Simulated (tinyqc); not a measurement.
## Gain factor and gap resistance from two string resistances

Inverse problem. At small bit-line voltage each of the 64 cells has the resistance 1/(K x) at overdrive x (no mobility reduction) in series with a gap resistance Rg. Find K, Rg and the share of the gaps at the higher overdrive.

resistance of a string of 64 equal cells at overdrives of 4.3 and 8.3 V (kohm): 1231.3537  853.83386

Solution. The resistance per cell is a straight line in 1/x with slope 1/K and intercept Rg.

K = 19.00 uA/V^2
Rg = 7.000 kohm
share of the gaps = 52.47 %

Program tinyqc, `OMP_NUM_THREADS=1 python tinyqc.py 2142222 2142223 out.jsonl`; Intel Xeon 2.30GHz, shared host, one thread, about 0.3 s.
